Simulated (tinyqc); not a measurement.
# MOS capacitor on an n-type substrate, surface potential from the exact charge relation: what changes with what

Uniform n-type substrate, Boltzmann statistics, full ionisation, classical densities. psi is the surface potential against the body (positive when the bands bend down) and u = -psi/Vt. Traps are spread evenly over the gap and neutral at flat band, so their charge is -q Dit psi; the minority quasi-Fermi level is shifted by Vb.

Values chosen for this exercise; band and dielectric values close to those of gallium nitride: temperature T = 400 K; band gap Eg = 3.33 eV; relative permittivity eps_r = 9.63; conduction-band density of states at T Nc = 3.59e18 cm^-3; valence-band density of states at T Nv = 6.94e19 cm^-3; electron affinity chi = 4.09 eV; donor density of the substrate N = 2.6e15 cm^-3; relative permittivity of the gate insulator (close to silicon dioxide) eox = 3.9; insulator thickness tox = 17 nm; gate work function phiM = 5.26 eV; fixed charge at the interface, in units of q Nf = 0 cm^-2; density of interface traps Dit = 0 cm^-2 eV^-1; reverse bias of the inversion layer against the body Vb = 1 V.

Constants: q = 1.602176634e-19 C, kB = 1.380649e-23 J/K, Vt = kB T/q, eps0 = 8.8541878128e-14 F/cm where lengths are in cm. Results are converted to the units shown.

Each table varies one quantity; the others keep the values above.

## Capacitance-voltage curves

ni = sqrt(Nc Nv) exp(-Eg/(2 Vt)), Eg in volts; phiF = Vt ln(N/ni); Cox = eps0 eox/tox; Vfb = phiM - chi - Vt ln(Nc/N) - q Nf/Cox; Q0 = sqrt(2 eps0 eps_r q N Vt); r = (ni/N)^2 exp(-Vb/Vt); VT = Vfb - [(2 phiF + Vb)(1 + q Dit/Cox) + sqrt(2 eps0 eps_r q N (2 phiF + Vb))/Cox]. u = -psi/Vt; F^2 = exp(-u) + u - 1 + r (exp(u) - u - 1); Qs = +sign(u) Q0 F; Cs = -dQs/dpsi = (Q0/Vt) |1 - exp(-u) + r (exp(u) - 1)|/(2 F). psi solves Vg = Vfb + psi + (q Dit psi - Qs)/Cox. Low frequency: 1/C_LF = 1/Cox + 1/(Cs + q Dit). High frequency, in the simple estimate in which traps and minority carriers do not follow: 1/C_HF = 1/Cox + 1/Cd, Cd being Cs with r = 0 at the same psi. Deep depletion: r = 0 and Dit = 0 both in the equation for psi and in Cs. Minority sheet density N_inv = (Q0/(2 q)) int_0^u r (exp(t) - 1)/F(t) dt for u > 0. N_inv under 1 cm^-2 is printed as 0. Regimes: accumulation when majority carriers gather, then depletion up to |psi| = phiF + Vb, weak inversion up to 2 phiF + Vb, strong inversion beyond.

Capacitance-voltage curves:
```
Vg (V)	psi (V)	C_LF/Cox	C_HF/Cox	C_deep/Cox	N_inv (cm^-2)	regime
1.88	0.23422	0.91377	0.91377	0.91377	0	accumulation
1.23	0.13782	0.72879	0.72879	0.72879	0	accumulation
0.59	-0.26744	0.11961	0.11961	0.11961	0	depletion
-0.05	-0.85212	0.067647	0.067647	0.067647	0	depletion
-0.7	-1.4639	0.052020	0.052020	0.052020	0	depletion
-1.34	-2.0734	0.043928	0.043928	0.043928	0	depletion
-1.98	-2.6871	0.038722	0.038722	0.038722	0	weak inversion
-2.63	-3.3132	0.034966	0.034966	0.034966	9058.4	weak inversion
-3.27	-3.8711	0.62501	0.032409	0.032164	7.9788e10	strong inversion
-3.91	-3.9718	0.91887	0.032006	0.029943	7.6123e11	strong inversion
-4.56	-4.0110	0.95381	0.031852	0.028101	1.5352e12	strong inversion
```

What does the comparison show, and why?

C_LF/Cox is lowest, 0.0350, at Vg = -2.63 V (weak inversion) among the rows listed and is 0.954 in the last row, where C_HF/Cox is 0.0319 and the deep-depletion value 0.0281. Vfb = 0.921 V, where C_HF/Cox = 0.333 (Cox in series with eps0 eps_r/LD), and VT = -3.06 V. Over the last two rows psi moves by only 0.060 V a volt of gate bias, since the inversion charge screens the body. In strong accumulation and inversion degeneracy and confinement, left out here, lower the capacitance.

## Effect of the fixed charge at the interface on threshold and swing

ni = sqrt(Nc Nv) exp(-Eg/(2 Vt)), Eg in volts; phiF = Vt ln(N/ni); Cox = eps0 eox/tox; Vfb = phiM - chi - Vt ln(Nc/N) - q Nf/Cox; VT = Vfb - [(2 phiF + Vb)(1 + q Dit/Cox) + sqrt(2 eps0 eps_r q N (2 phiF + Vb))/Cox]. gamma = sqrt(2 eps0 eps_r q N)/Cox; Wm = sqrt(2 eps0 eps_r (2 phiF + Vb)/(q N)); m = 1 + (eps0 eps_r/Wm + q Dit)/Cox; swing m Vt ln 10; Cmin/Cox = 1/(1 + Cox Wm/(eps0 eps_r)).

The same in every row: 2 phiF (V) = 2.729; gamma (V^0.5) = 0.1312; Wm (nm) = 1236; m = 1.034; swing (mV/decade) = 82.06; Cmin/Cox = 0.03286.

Results:
```
Nf (cm^-2)	Vfb (V)	VT (V)
-4e11	1.236	-2.747
-2e11	1.079	-2.904
2e11	0.7630	-3.220
4e11	0.6053	-3.378
6e11	0.4475	-3.535
8e11	0.2898	-3.693
```

Estimate the missing row, Nf = 0 cm^-2.

Computed row:
```
Nf (cm^-2)	Vfb (V)	VT (V)
0	0.9208	-3.062
```

With this row back in the table: As Nf goes from -4e11 to 8e11, VT falls from -2.75 to -3.69 V, the swing stays at 82.1 mV/decade and Cmin/Cox stays at 0.0329. The whole change of VT is that of Vfb: the curve shifts rigidly.

## Effect of the donor density of the substrate on threshold and swing

Same model as above.

Effect of the donor density of the substrate on threshold and swing:
```
N (cm^-3)	Vfb (V)	2 phiF (V)	gamma (V^0.5)	VT (V)	Wm (nm)	m	swing (mV/decade)	Cmin/Cox
1e15	0.88784	2.6636	0.081375	-2.9315	1974.7	1.0213	81.056	0.020815
2.6e15	0.92077	2.7295	0.13121	-3.0621	1235.6	1.0340	82.065	0.032856
6.5e15	0.95236	2.7926	0.20747	-3.2443	788.06	1.0533	83.596	0.050572
1.7e16	0.98550	2.8589	0.33552	-3.5325	491.54	1.0854	86.147	0.078680
4.3e16	1.0175	2.9229	0.53361	-3.9623	311.61	1.1347	90.060	0.11872
1.1e17	1.0499	2.9876	0.85347	-4.6421	196.43	1.2137	96.330	0.17607
2.8e17	1.0821	3.0520	1.3617	-5.7110	124.11	1.3382	106.21	0.25274
7.2e17	1.1146	3.1172	2.1835	-7.4331	78.015	1.5381	122.07	0.34983
```

As N goes from 1e15 to 7.2e17, VT falls from -2.93 to -7.43 V, the swing rises from 81.1 to 122 mV/decade and Cmin/Cox rises from 0.0208 to 0.350. Of the change of VT by -4.50 V, 0.227 V comes from Vfb and -4.73 V from the band bending and the charge it takes. gamma goes as N^(0.50) and Wm as N^(-0.49); phiF, which grows slowly with N, keeps the latter from -1/2.

Program tinyqc, `OMP_NUM_THREADS=1 python tinyqc.py 2060144 2060145 out.jsonl`; Intel Xeon 2.30GHz, shared host, one thread, about 0.01 s.
